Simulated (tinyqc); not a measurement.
Domain walls in a thin film with perpendicular anisotropy: Bloch, Neel and chiral walls, motion and stripe domains: one step, computed by the program tinyqc. Command: `OMP_NUM_THREADS=1 python tinyqc.py 3026578 3026579 out.jsonl mwall walk`. One thread of a shared host (Intel(R) Xeon(R) Processor @ 2.30GHz), about 0.01 s of CPU time with the checks.

One-dimensional wall: polar angle theta(x), azimuth phi of the moment in the wall (phi = 0 Neel, 90 degrees Bloch). mu_0 = 1.25663706212e-6 T m/A, gamma = 1.76085963023e11 rad/(s T).

Question. Bloch or Neel. sigma(phi) = sigma_0 + 2 Delta K_D cos^2(phi) - pi D cos(phi), with the wall shape anisotropy K_D = N_x mu_0 M_s^2/2, N_x = t ln 2/(pi Delta). The minimum has cos(phi) = D/D_N for D < D_N = 4 Delta K_D/pi and phi = 0 beyond; sigma turns negative at D_c = (sigma_0 + 2 Delta K_D)/pi.

Inputs (values chosen for the exercise, for a model film): saturation magnetisation M_s = 716 kA/m; DMI constant D = 0.087 mJ/m^2; thickness t = 2.1 nm.

width parameter Delta = 13.12586 nm

sigma_0 = 6.399579 mJ/m^2

Give: K_D; D_N; azimuth phi; wall energy sigma; D_c.

Answer.

K_D = 11.370 kJ/m^3

D_N = 0.19003 mJ/m^2

azimuth phi = 62.753 degrees

wall energy sigma = 6.3370 mJ/m^2

D_c = 2.1321 mJ/m^2

A mixed wall, between Bloch and Neel. D is 0.04 of D_c.
